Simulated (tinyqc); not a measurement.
Thermal, flicker and telegraph noise of a field-effect transistor: one step, computed by the program tinyqc.

Strong inversion, threshold roll-off and channel-length modulation left out; noise sources are uncorrelated and are given as one-sided spectral densities. The drain voltage is 50 mV.

Question. Flicker noise. C_ox = 3.9 eps_0/t; I = mu C_ox (W/L) V_ov V_D; g_m = I/V_ov; g_d0 = I/V_D. Tunnelling length lambda = hbar/(2 sqrt(2 m_ox phi)); flat-band noise S_Vfb = e^2 k_B T lambda N_t/(W L C_ox^2 f). S_I = g_m^2 S_Vfb.

Inputs (values chosen for the exercise, modelled on a high-k silicon transistor):

| quantity | value | unit |
|---|---|---|
| width W | 0.3 | micrometre |
| length L | 50 | nm |
| electrical oxide thickness t | 2.2 | nm |
| mobility mu | 180 | cm^2/(V s) |
| overdrive V_ov | 0.68 | V |
| oxide trap density N_t | 3.6e+17 | 1/(eV cm^3) |
| oxide barrier phi | 2.2 | eV |
| oxide mass m_ox | 0.33 | m_0 |
| frequency f | 6000 | Hz |
| temperature T | 400 | K |

Operating region: linear. Flicker model: number fluctuation.

drain current I = 57.63593 microampere

Constants: eps_0 = 8.8541878128e-12 F/m; hbar = 1.054571817e-34 J s; m_0 = 9.1093837015e-31 kg; e = 1.602176634e-19 C; k_B = 8.617333262e-05 eV/K.

Give: tunnelling length lambda; S_Vfb; flicker S_I; flicker S_I/I^2.

Answer.

tunnelling length lambda = 1.145 angstrom

S_Vfb = 1.645e-12 V^2/Hz

flicker S_I = 1.182e-20 A^2/Hz

flicker S_I/I^2 = 3.559e-12 1/Hz

Caution: fewer than one trap per decade of time constant is active, so one device shows telegraph steps and the 1/f law is only a mean over many devices.
